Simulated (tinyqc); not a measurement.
# Off-state leakage of single and stacked transistors: subthreshold current against the height of the stack

n-channel devices of unit width. Subthreshold current I(Vg, Vs, Vd) = I0 (T/300 K)^0.5 exp[(Vg - Vs - VT(T) - gb (Vs - Vb) + dd (Vd - Vs))/(nf Vt)] (1 - exp(-(Vd - Vs)/Vt)), VT(T) = VT - cT (T - 300 K). Gate-edge tunnelling Ig (Vd/1 V) exp(ag (Vd - 1 V)), for a gate at 0 V, and band-to-band leakage Ab u exp(-Bb/u), u = Vd - Vb + 1 V, flow at a drain held at V; both are taken as independent of T. In a stack of off transistors (all gates at 0 V) the same subthreshold current passes through each.

All n gates at 0 V, bottom source at 0 V, top drain at V; node voltages follow from equal currents.

Parameters, values chosen for the exercise; values of the order met in bulk silicon logic transistors:
```
symbol  value   unit                                             meaning
T         378      K                                         temperature
V         0.8      V                                      supply voltage
VT       0.45      V        threshold at 300 K, zero drain and body bias
cT        0.6   mV/K              fall of the threshold with temperature
I0       0.24  uA/um                       current at threshold at 300 K
nf       1.18                                               slope factor
dd        0.1                            drain-induced lowering per volt
gb       0.09         rise of the threshold per volt of source-body bias
Vb          0      V                                        body voltage
```

Constants: q = 1.602176634e-19 C, kB = 1.380649e-23 J/K, Vt = kB T/q. Results are converted to the units shown.

Result of one run:

| n | I (nA/um) | reduction factor | drain voltage of the bottom device (mV) | source voltage of the top device (mV) | voltage across the top device (V) |
|---|---|---|---|---|---|
| 5 | 0.002026 | 29.64 | 9.962 | 109.5 | 0.6905 |

What becomes of these results when the number of transistors in series n is changed from 5 to 4, all else the same?

Result of the changed run:

| n | I (nA/um) | reduction factor | drain voltage of the bottom device (mV) | source voltage of the top device (mV) | voltage across the top device (V) |
|---|---|---|---|---|---|
| 4 | 0.002693 | 22.31 | 13.86 | 100.3 | 0.6997 |

The whole series:

| n | I (nA/um) | reduction factor | drain voltage of the bottom device (mV) | source voltage of the top device (mV) | voltage across the top device (V) |
|---|---|---|---|---|---|
| 1 | 0.06006 | 1.000 | 800.0 | 0 | 0.8000 |
| 2 | 0.007735 | 7.764 | 66.20 | 66.20 | 0.7338 |
| 3 | 0.004004 | 15.00 | 22.81 | 87.47 | 0.7125 |
| 4 | 0.002693 | 22.31 | 13.86 | 100.3 | 0.6997 |
| 5 | 0.002026 | 29.64 | 9.962 | 109.5 | 0.6905 |
| 6 | 0.001623 | 37.00 | 7.774 | 116.6 | 0.6834 |

The second transistor cuts the current by a factor of 7.76, the third by a further 1.93 and the sixth by 1.25. The top device keeps 85.4 % of the supply at n = 6, while the drain voltage of the bottom one falls to 0.239 Vt.

Computed by the program tinyqc: `OMP_NUM_THREADS=1 python tinyqc.py 2242165 2242166 out.jsonl`, one thread of a shared Intel Xeon 2.30GHz, about 0.04 s for the whole run.
